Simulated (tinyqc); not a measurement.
Inside a calculation: two-band massive Dirac model of the K valleys. Values are carried at full precision from step to step, so a last printed digit may differ when a step is redone from the rounded ones.

Basis (conduction, valence): H = [[D/2, a t (tau kx - i ky)], [a t (tau kx + i ky), -D/2 + lam tau sz]], valley tau = +/-1, spin sz = +/-1. The gap of a spin and valley is G = D - lam tau sz. Berry curvature Omega = curl of i<u|grad u>; for the conduction band Omega_c = -tau 2 a^2 t^2 G/(G^2 + 4 a^2 t^2 k^2)^(3/2), and Omega_v = -Omega_c.

Constants: hbar^2/2m0 = 3.80998211 eV angstrom^2.

Values chosen for the exercise (near those used for monolayer WSe2; the results hold for these values, not for the real material):
```
symbol  value           unit        meaning
a       3.306           angstrom    lattice constant
D       1.53            eV          gap parameter
t       1.24            eV          effective hopping
lam     0.227           eV          half the valence spin splitting
tau     1                           valley
sz      -1                          spin
k       (0.076, 0.109)  1/angstrom  wave vector from the valley
h       0.02            1/angstrom  side of the plaquette
```

## Band edges of the four flavours

At k = 0: Ec = D/2, Ev = -D/2 + lam tau sz; mass m/m0 = c G/(a t)^2 for both bands, c = hbar^2/2m0; Omega_c(0) = -2 tau a^2 t^2/G^2.

Edges:
```
tau,sz,Ec (eV),Ev (eV),G (eV),mass (m0),Omega_c (angstrom^2)
1,1,0.7650,-0.5380,1.3030,0.2954,-19.797
1,-1,0.7650,-0.9920,1.7570,0.3983,-10.888
-1,1,0.7650,-0.9920,1.7570,0.3983,10.888
-1,-1,0.7650,-0.5380,1.3030,0.2954,19.797
```

The top of the valence band has spin up at tau = +1 and spin down at tau = -1: spin and valley are locked, with 454 meV between the two valence bands (A and B transitions at 1.303 and 1.757 eV, without exciton binding).

## H at one k

Fill in the matrix and diagonalise: E = lam tau sz/2 -/+ sqrt(G^2/4 + a^2 t^2 k^2).

H (eV):
```
,c,v
c,0.7650,0.3116-0.4468i
v,0.3116+0.4468i,-0.9920
```

levels (eV): -1.1472  0.9202

cos(theta) = G/(E+ - E-) = 0.8499

## Curvature, orbital moment and circular dichroism

Omega_c from the formula; orbital moment of both bands m = -tau (a t)^2 G/(c (G^2 + 4 a^2 t^2 k^2)) in Bohr magnetons (charge -e), c = hbar^2/2m0; interband strengths |P+/-|^2 proportional to (1 +/- tau cos(theta))^2 for P+/- = Px +/- i Py, and eta = (|P+|^2 - |P-|^2)/(|P+|^2 + |P-|^2) = 2 tau cos(theta)/(1 + cos^2(theta)).

Omega_c = -6.683 angstrom^2
orbital moment = -1.813 muB
eta = 0.9869

All three change sign with the valley. The selection rule, exact at k = 0, still holds to 98.7 % here.

## The curvature from a plaquette

Corners counter-clockwise around k, from (-h/2, -h/2); upper eigenvector u with its first component real and positive; Omega = -(sum of arg <u_j|u_(j+1)>)/h^2.

Corners:
```
j,kx,ky,u_c,u_v,arg <u_j|u_j+1> (rad)
1,0.0660,0.0990,0.96806,0.13907+0.20861i,-0.008633
2,0.0860,0.0990,0.96254,0.17781+0.20469i,0.007170
3,0.0860,0.1190,0.95524,0.17329+0.23978i,0.009844
4,0.0660,0.1190,0.96026,0.13538+0.24409i,-0.005709
```

Omega_c from the plaquette = -6.680 angstrom^2

The formula at the centre gives -6.683; the plaquette averages over its area.

## Checks

- Curvature formula against a plaquette of side 1e-4: both -6.6835.
- Eta against the matrix elements of dH/dkx +/- i dH/dky: both 0.98691.

Computed by tinyqc, a small Python program: `OMP_NUM_THREADS=1 python tinyqc.py 1482369 1482370 out.jsonl` (the numbers bound the seed that draws the inputs); one thread of a shared host (Intel(R) Xeon(R) Processor @ 2.30GHz), about 0.01 s for the whole set of steps.
